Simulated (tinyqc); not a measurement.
# Frequency dispersion of an accumulation capacitance by border traps, distributed model: effects of single changes

Traps spread evenly through the insulator exchange electrons with the semiconductor by tunnelling, with tau(x) = t0 exp(2 ka x) at depth x from the interface. The admittance per area Y seen at depth x obeys dY/dx = -Y^2/(i w eps0 eox) + q Nb ln(1 + i w tau)/tau, with Y(0) = i w Cs and w = 2 pi f; the gate sees Y(tox) = G + i w C. Working variable y = Y/(i w), in uF/cm^2. Cox = eps0 eox/tox.

Values chosen for this exercise; permittivity close to that of hafnium oxide:
- eox = 18.8 (relative permittivity of the insulator)
- tox = 4.4 nm (insulator thickness)
- Cs = 4.5 uF/cm^2 (semiconductor capacitance in accumulation)
- Nb = 3.1e19 cm^-3 eV^-1 (density of border traps)
- ka = 4.4 1/nm (decay constant of the wave function in the insulator)
- t0 = 6e-10 s (time constant of a trap at the interface)
- f = 1e6 Hz (frequency)

Constants: q = 1.602176634e-19 C, eps0 = 8.8541878128e-14 F/cm where lengths are in cm. Results are converted to the units shown.

Each table varies one quantity; the others keep the values above.

## Capacitance and loss against frequency

Cox; trap-free value 1/(1/Cox + 1/Cs); response depth d = ln(1/(w t0))/(2 ka), where w tau = 1; lumped estimate: all traps within d act as C_bt = q Nb d placed at d/2, so C = 1/{1/[1/(1/Cs + d/(2 eps0 eox)) + C_bt] + (tox - d/2)/(eps0 eox)}. C and G from a fine integration; dispersion -d C/d log10 f over C, from f times and over 1.1. For a broad spread of time constants G/w is close to -(pi/2) dC/d ln w.

The same in every row: trap-free C (uF/cm^2) = 2.055.

Results:
```
f (Hz)  d (nm)  C (uF/cm^2)  G/w (uF/cm^2)  dispersion (% a decade)  -(pi/2) dC/d ln w (uF/cm^2)  lumped C (uF/cm^2)
10       1.942        2.379        0.03933                    2.421                      0.03929               2.343
100      1.681        2.324        0.03601                    2.269                      0.03597               2.294
1000     1.419        2.273        0.03293                    2.121                      0.03290               2.248
10000    1.157        2.227        0.03007                    1.977                      0.03004               2.205
1e5     0.8958        2.185        0.02740                    1.837                      0.02737               2.166
1e7     0.3725        2.112        0.02236                    1.564                      0.02253               2.097
```

Estimate the missing row, f = 1e6 Hz.

Computed row:
```
f (Hz)  d (nm)  C (uF/cm^2)  G/w (uF/cm^2)  dispersion (% a decade)  -(pi/2) dC/d ln w (uF/cm^2)  lumped C (uF/cm^2)
1e6     0.6342        2.147        0.02488                    1.699                      0.02488               2.130
```

With this row back in the table: C falls from 2.379 to 2.112 uF/cm^2, towards the trap-free 2.055; each decade of frequency removes ln 10/(2 ka) = 0.262 nm from the response depth. The dispersion falls from 2.42 to 1.56 % a decade and G/w falls from 0.0393 to 0.0224 uF/cm^2. G/w lies between 0.992 and 1.00 times -(pi/2) dC/d ln w, the relation for a broad spread of time constants.

## Effect of the decay constant of the wave function in the insulator

Same model as above.

The same in every row: trap-free C (uF/cm^2) = 2.055.

Effect of the decay constant of the wave function in the insulator:
```
ka (1/nm)  d (nm)  C (uF/cm^2)  G/w (uF/cm^2)  dispersion (% a decade)  -(pi/2) dC/d ln w (uF/cm^2)  lumped C (uF/cm^2)
2.5         1.116        2.237        0.05403                    3.531                      0.05389               2.199
3.2        0.8720        2.189        0.03800                    2.542                      0.03795               2.163
3.9        0.7155        2.161        0.02911                    1.974                      0.02909               2.141
4.6        0.6066        2.142        0.02351                    1.609                      0.02351               2.126
5.3        0.5265        2.129        0.01968                    1.355                      0.01968               2.116
6          0.4651        2.119        0.01690                    1.170                      0.01691               2.108
6.7        0.4165        2.112        0.01480                    1.028                      0.01481               2.102
7.4        0.3771        2.106        0.01316                   0.9165                      0.01317               2.097
```

What does the table show?

As ka goes from 2.5 to 7.4, C falls from 2.24 to 2.11 uF/cm^2, the dispersion falls from 3.53 to 0.917 % a decade and G/w falls from 0.0540 to 0.0132 uF/cm^2. The lumped estimate is 1.7 % below C in the first row and 0.41 % below it in the last.

Program tinyqc, `OMP_NUM_THREADS=1 python tinyqc.py 2202059 2202060 out.jsonl`; Intel Xeon 2.30GHz, shared host, one thread, about 0.3 s.
